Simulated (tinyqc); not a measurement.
From one set of inputs to another, one input at a time: cluster expansion of a binary alloy: correlations, fit, cross-validation and ground states. Computed by tinyqc, a small Python program. Command: `OMP_NUM_THREADS=1 python tinyqc.py 3022766 3022767 out.jsonl clex ladder`. One thread of a shared host (Intel(R) Xeon(R) Processor @ 2.30GHz), about 0.3 s of CPU time with the checks.

s = +1 for A and -1 for B. Energy per site E = J0 + J1 P(point) + sum over clusters of m V P, with P the mean product of spins; V > 0 on a pair favours unlike neighbours. Clusters per site m: pair 1 6, pair 2 3, pair 3 12, triplet 8; the triplet is the triangle of first neighbours. Formation energies are counted from the line between pure A and pure B, which removes J0 and J1.

The inputs printed are set A. Inputs not listed in the table keep their values of set A, so the rows need not describe a real material.

Inputs (values chosen for the exercise, for a model alloy):

| quantity | value | unit |
|---|---|---|
| first-pair interaction V1 | 34.9 | meV |
| second-pair interaction V2 | 18 | meV |
| third-pair interaction V3 | 3.8 | meV |
| triplet interaction Vt | 0.92 | meV |
| noise amplitude | 0.89 | meV/site |
| temperature T | 3700 | K |
| fraction x of B | 0.15 | - |

Lattice: fcc.

correlations P, counted on periodic cells:
```
                       point     pair 1     pair 2     pair 3    triplet
A                   1.000000   1.000000   1.000000   1.000000   1.000000
A3B L1_2            0.500000   0.000000   1.000000   0.000000  -0.500000
A3B D0_22           0.500000   0.000000   0.666667   0.333333  -0.500000
A3B (001) layers    0.500000   0.333333   0.666667   0.000000   0.500000
A2B (001) layers    0.333333   0.111111   0.555556  -0.333333   0.333333
AB L1_0             0.000000  -0.333333   1.000000  -0.333333   0.000000
AB L1_1             0.000000   0.000000  -1.000000   0.000000   0.000000
A2B2 (001) layers   0.000000   0.333333   0.333333  -0.333333   0.000000
AB2 (001) layers   -0.333333   0.111111   0.555556  -0.333333  -0.333333
AB3 L1_2           -0.500000   0.000000   1.000000   0.000000   0.500000
AB3 D0_22          -0.500000   0.000000   0.666667   0.333333   0.500000
AB3 (001) layers   -0.500000   0.333333   0.666667   0.000000  -0.500000
B                  -1.000000   1.000000   1.000000   1.000000  -1.000000
```

standard normal numbers for the noise (0 for the pure ends): A 0.000, A3B L1_2 -1.081, A3B D0_22 0.383, A3B (001) layers -0.707, A2B (001) layers 2.160, AB L1_0 1.281, AB L1_1 1.043, A2B2 (001) layers -0.871, AB2 (001) layers 0.845, AB3 L1_2 1.330, AB3 D0_22 -0.849, AB3 (001) layers -0.513, B 0.000

Constants: k_B = 8.617333262e-05 eV/K.

Method:
- Design matrix of formation energies: m (P - 1) for pairs and m (P(triplet) - P(point)) for the triplet; x = (1 - P(point))/2.
- Exact: X V with V = (V1, V2, V3, Vt). The data to fit add the noise amplitude times the normal numbers, standing for what the clusters leave out.
- For each set, H = X (X^T X)^-1 X^T over the structures between the ends; residual e = E - H E; leave-one-out error e_i/(1 - H_ii); both as root mean squares.
- Random alloy: P(pair) = p^2, P(triplet) = p^3, p = 1 - 2x, so H_mix = (p^2 - 1) sum m V(pairs) + (p^3 - p) m Vt; G_mix = H_mix + k_B T [x ln x + (1 - x) ln(1 - x)]. To first order in 1/T the Warren-Cowley parameter of shell 1 is alpha_1 = -(1 - p^2) V_eff/(k_B T), V_eff = V1 + (number of triplets on a first-neighbour bond) p Vt, that number being 4.

Each row keeps all changes above it:

| input moved | from | to | mixing free energy G_mix (meV/site) | alpha_1 | leave-one-out error without pair 3 (meV/site) |
|---|---|---|---|---|---|
| set A | - | - | -294.99 | -0.05994 | 28.989 |
| first-pair interaction V1 (meV) | 34.9 | -17.8 | -133.73 | 0.02435 | 28.989 |
| fraction x of B | 0.15 | 0.69 | -188.84 | 0.05152 | 28.989 |
| second-pair interaction V2 (meV) | 18 | 2.8 | -149.83 | 0.05152 | 28.989 |
| triplet interaction Vt (meV) | 0.92 | 0.36 | -151.28 | 0.04923 | 28.989 |
| noise amplitude (meV/site) | 0.89 | 5.3 | -151.28 | 0.04923 | 31.647 |
| temperature T (K) | 3700 | 1600 | -39.25 | 0.11385 | 31.647 |
| third-pair interaction V3 (meV) | 3.8 | -2.3 | 23.38 | 0.11385 | 17.035 |

Which inputs carry the difference?

Mixing free energy G_mix goes from -295 to 23.4, +318 in all. The largest single move comes from first-pair interaction V1 (+161), and fraction x of B works against it (-55.1). alpha_1 goes from -0.0599 to 0.114, +0.174 in all. The largest single move comes from first-pair interaction V1 (+0.0843). Leave-one-out error without pair 3 goes from 29.0 to 17.0, a factor 0.588 in all. The largest single move comes from third-pair interaction V3 (a factor 0.538), and noise amplitude works against it (a factor 1.09). The single moves hold for this order of the switches; the total does not depend on the order.

Caution (rows third-pair interaction V3): G_mix lies above the hull of the ordered structures at this x, so the random alloy is not the equilibrium state at T.

Extremes, crossings and ranges named in words are read from the listed rows.
